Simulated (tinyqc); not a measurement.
Worked calculation: CIS and TDHF on RHF in the sto-3g basis, for H3+, spin multiplicity 1. One step of it, computed by the program tinyqc.

Question. TDHF (RPA) triplet states. B(ia,jb) = - (ib|ja); the squared energies are the eigenvalues of (A - B)(A + B); 1 hartree = 27.211386 eV.

CIS matrix A, triplet (hartree):
```
           1>2        1>3
1>2   0.193952  -0.001574
1>3  -0.001574   0.752270
```

Two-electron integrals over orbitals (pq|rs), unique and non-zero (hartree):
```
(11|11) 0.584819    (21|11) -0.002897   (21|21) 0.145689    (22|11) 0.501293
(22|21) 0.004100    (22|22) 0.550189    (31|11) 0.094953    (31|21) 0.000973
(31|22) -0.034843   (31|31) 0.134009    (32|11) 0.001574    (32|21) -0.136931
(32|22) -0.004257   (32|31) -0.002359   (32|32) 0.153255    (33|11) 0.589607
(33|21) -0.004241   (33|22) 0.527722    (33|31) 0.087232    (33|32) 0.003309
(33|33) 0.631751
```

Give: TDHF matrix B, triplet; squared energies w^2; TDHF energies from the positive w^2.

Answer.

TDHF matrix B, triplet (hartree):
```
         1>2      1>3
1>2  -0.1457  -0.0010
1>3  -0.0010  -0.1340
```

squared energies w^2 (hartree^2): 0.0164  0.5480

TDHF energies from the positive w^2 (eV): 3.4835  20.1430
